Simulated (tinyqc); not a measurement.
Six-band Luttinger-Kohn model with strain: one step. Polarisation of the edge transitions. Three cases, with inputs chosen for the exercise.

Problem. In the basis X, Y, Z times spin, H(k = 0) has -Dso/3 + l exx + m (eyy + ezz) on the diagonal (cyclic) and n exy off it, l = av + 2 b, m = av - b, n = sqrt(3) d. Spin-orbit term (Dso/3) L.sigma on X, Y, Z with (L_k)_ij = -i epsilon_kij: <X+|H|Y+> = -i Dso/3, <X+|H|Z-> = Dso/3, <Y+|H|Z-> = -i Dso/3, <Z+|H|X-> = -Dso/3, <Z+|H|Y-> = i Dso/3, <X-|H|Y-> = i Dso/3, and their conjugates; + and - are the spin along z. The strength of a transition to an s-like conduction level for light polarised along the unit vector u is the weight of the orbital ux X + uy Y + uz Z in the valence state, summed over spin and averaged over the pair.

Give: strain block of X, Y, Z; Relative strengths.

Case 1.

Values chosen (near those of Ge; not measured data): Dso = 0.307 eV (spin-orbit splitting); av = 1.19 eV (valence hydrostatic potential); b = -2.41 eV (tetragonal shear potential); d = -5.25 eV (trigonal shear potential).

strain tensor:
```
             x           y           z
x  -0.01016113  0.00000000  0.00000000
y   0.00000000  0.00294905  0.00000000
z   0.00000000  0.00000000  0.00294905
```

Solution.

strain block of X, Y, Z (eV), lower triangle:
```
         X         Y         Z
X  0.05812
Y        0  -0.03667
Z        0         0  -0.03667
```

Relative strengths:

| polarisation | top | second | third |
|---|---|---|---|
| [100] | 0.781 | 0.000 | 0.219 |
| [010] | 0.109 | 0.500 | 0.391 |
| [001] | 0.109 | 0.500 | 0.391 |
| [110] | 0.445 | 0.250 | 0.305 |
| [1-10] | 0.445 | 0.250 | 0.305 |
| [111] | 0.333 | 0.333 | 0.333 |

The top pair is strongest for light along [100] (0.781) and weakest along [010] and [001] (0.109); without strain every direction has 1/3 on average over the fourfold top. For each polarisation the three pairs add up to 1.

Case 2.

Values chosen (near those of AlAs; not measured data): Dso = 0.266 eV (spin-orbit splitting); av = 2.56 eV (valence hydrostatic potential); b = -2.3 eV (tetragonal shear potential); d = -3.38 eV (trigonal shear potential).

strain tensor:
```
            x           y           z
x  0.00225740  0.00501302  0.00501302
y  0.00501302  0.00225740  0.00501302
z  0.00501302  0.00501302  0.00225740
```

Solution.

strain block of X, Y, Z (eV), lower triangle:
```
          X         Y        Z
X   0.01734
Y  -0.02935   0.01734
Z  -0.02935  -0.02935  0.01734
```

Relative strengths:

| polarisation | top | second | third |
|---|---|---|---|
| [100] | 0.333 | 0.333 | 0.333 |
| [010] | 0.333 | 0.333 | 0.333 |
| [001] | 0.333 | 0.333 | 0.333 |
| [110] | 0.167 | 0.417 | 0.416 |
| [1-10] | 0.500 | 0.249 | 0.251 |
| [111] | 0.000 | 0.501 | 0.499 |

The top pair is strongest for light along [1-10] (0.500) and weakest along [111] (0.000); without strain every direction has 1/3 on average over the fourfold top. For each polarisation the three pairs add up to 1.

Case 3.

Values chosen (near those of GaSb; not measured data): Dso = 0.766 eV (spin-orbit splitting); av = 0.8 eV (valence hydrostatic potential); b = -2.02 eV (tetragonal shear potential); d = -4.68 eV (trigonal shear potential).

strain tensor:
```
             x           y           z
x  -0.03274016  0.00000000  0.00000000
y   0.00000000  0.01017565  0.00000000
z   0.00000000  0.00000000  0.01017565
```

Solution.

strain block of X, Y, Z (eV), lower triangle:
```
         X         Y         Z
X  0.16347
Y        0  -0.09660
Z        0         0  -0.09660
```

Relative strengths:

| polarisation | top | second | third |
|---|---|---|---|
| [100] | 0.790 | 0.000 | 0.210 |
| [010] | 0.105 | 0.500 | 0.395 |
| [001] | 0.105 | 0.500 | 0.395 |
| [110] | 0.448 | 0.250 | 0.302 |
| [1-10] | 0.448 | 0.250 | 0.302 |
| [111] | 0.333 | 0.333 | 0.333 |

The top pair is strongest for light along [100] (0.790) and weakest along [010] and [001] (0.105); without strain every direction has 1/3 on average over the fourfold top. For each polarisation the three pairs add up to 1.

Computed by tinyqc, one run a case: `OMP_NUM_THREADS=1 python tinyqc.py N N+1 out.jsonl` with N = 1081355, 1081467, 1081565; one thread of a shared Intel(R) Xeon(R) Processor @ 2.30GHz, about 0.2 s a run at most.
